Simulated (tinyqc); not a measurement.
Voltage acceleration of oxide breakdown, four models on the same data: one step of the calculation.

Field E = V/tox in MV/cm. Models: ln(t63/1 s) = a - c X with X = E (E model), -1/E (1/E model), ln V (power law, c the exponent n) or sqrt(E).

Question. Fitting the models. The three stress times were made with the power model, c = 31.8, and are treated as data. For each model fit ln t63 on X by least squares over the three points.

Inputs (values chosen for the exercise):
- tox = 6.8 nm (oxide thickness)

```
stress  V (V)  t63 (s)
0        5.29  1.332e6
1        6.48     2100
2        7.69    9.075
```

Find: c; a; largest misfit in ln t63 (0: below 0.002).

Answer.

```
model       c       a  largest misfit in ln t63 (0: below 0.002)
E       3.370   40.13                                     0.3691
1/E     294.9  -23.66                                     0.3614
power   31.80   67.08                                     0.0000
sqrt E  20.75   71.89                                     0.1844
```

The worst misfit of any model is 0.37 in ln t63, a factor of 1.45 in time, comparable to the scatter of t63 from small samples, so such data hardly tell the models apart.

Range of the model: All four laws are empirical fits; none is established far below the stress range.

tinyqc, about 0.01 s, one thread, Intel Xeon 2.30GHz (shared host): `OMP_NUM_THREADS=1 python tinyqc.py 2070040 2070041 out.jsonl`
